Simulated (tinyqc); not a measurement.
## Metal-interlayer-semiconductor contact, depinning against tunnelling resistance: contact resistivity against the donor density

Zero bias, n-type semiconductor. Gap states at the semiconductor surface thin out as exp(-be ti), which unpins the barrier; electrons must then cross the interlayer (a rectangular barrier, no voltage drop across it) and the parabolic depleted layer, both by WKB. Energies E are counted from the Fermi level; no image force, parabolic bands.

S = 1/(1 + (1/S0 - 1) exp(-be ti)); phiB = S (phiM - chi) + (1 - S)(Eg - E0); xi = Ec - EF deep inside, from Nd = Nc F(-xi/Vt), F(x) = (2/sqrt(pi)) int_0^infinity sqrt(u) du/(1 + exp(u - x)); band bending U = phiB - xi; E00 = (hbar/2) sqrt(Nd/(eps0 eps_r mt m0)) in volts; A = 4 pi q mA m0 kB^2/h^3. With U = phiB - xi: for xi < E < phiB, y = (E - xi)/U and G1 = (U/E00) [sqrt(1 - y) - y ln((1 + sqrt(1 - y))/sqrt(y))], G1 = 0 above phiB; G2 = 2 ti sqrt(mi max(phiB + dE - E, 0)/C), C = hbar^2/(2 m0); f = 1/(1 + exp(E/Vt)); 1/rho_c = (A T^2/Vt^2) times the integral of exp(-G1 - G2) f over E from xi upwards. Shares under 0.001 % are printed as 0; rows without band bending are left out.

Inputs (values chosen for the exercise); semiconductor values close to those of gallium arsenide; interlayer mass of the order of that in silicon nitride, offset chosen freely: temperature T = 300 K; band gap Eg = 1.44 eV; relative permittivity eps_r = 12.5; electron affinity chi = 3.96 eV; conduction-band density of states at T Nc = 4.4e17 cm^-3; tunnelling mass in the semiconductor mt = 0.0646 m0; Richardson mass mA = 0.0693 m0; charge-neutrality level above the valence band E0 = 0.51 eV; pinning factor without interlayer S0 = 0.099; metal work function phiM = 4.1 eV; interlayer thickness ti = 1.1 nm; conduction-band offset of the interlayer above the semiconductor dE = 2.13 eV; tunnelling mass in the interlayer mi = 0.45 m0; decay constant of gap states through the interlayer be = 3.9 1/nm.

Constants: q = 1.602176634e-19 C, kB = 1.380649e-23 J/K, eps0 = 8.8541878128e-12 F/m, hbar = 1.054571817e-34 J s, h = 6.62607015e-34 J s, m0 = 9.1093837015e-31 kg, Vt = kB T/q, hbar^2/(2 m0) = 0.0380998212 eV nm^2. Results are converted to the units shown.

The same in every row: S = 0.889; phiB (eV) = 0.228.

Contact resistivity against the donor density:
```
Nd (cm^-3)	E00/Vt	rho_c (ohm cm^2)	rho_c with G2 = 0 (ohm cm^2)	peak of the integrand (eV)	share above phiB (%)
1.5e16	0.0979	8.51	1.42e-4	0.226	64.0
3.7e16	0.154	6.87	1.13e-4	0.224	51.7
9.6e16	0.248	4.86	7.68e-5	0.218	36.5
2.4e17	0.392	2.84	4.24e-5	0.201	21.4
6.2e17	0.629	1.12	1.50e-5	0.158	8.46
1.6e18	1.01	0.252	2.87e-6	0.0778	1.90
4.1e18	1.62	0.0398	3.88e-7	0.0192	0.300
1e19	2.53	0.00807	6.98e-8	-0.00931	0.0607
2.6e19	4.08	0.00221	1.66e-8	-0.0304	0.0166
```

As Nd goes from 1.5e16 to 2.6e19, phiB stays at 0.228 eV and rho_c falls from 8.51 to 0.00221 ohm cm^2. rho_c goes as Nd^(-0.24) between the first two rows and Nd^(-1.36) between the last two, while E00/Vt goes from 0.0979 to 4.08 and the share above the barrier from 64.0 to 0.0166 %. The ratio of rho_c to its value with G2 = 0 runs from 59900 to 1.33e5. For Nd = 1e19, 2.6e19 the Fermi level lies deep in the band, where non-parabolicity matters.

Range of the model: The depletion charge would drop about 0.44 V across such an interlayer (eps_r near 7.5) at ti = 1.1 nm and Nd = 2.8e19 cm^-3, against a band bending of 0.72 V; this model leaves that drop out.

Numbers from tinyqc (`OMP_NUM_THREADS=1 python tinyqc.py 2270025 2270026 out.jsonl`; about 0.02 s on one thread of a shared Intel Xeon 2.30GHz).
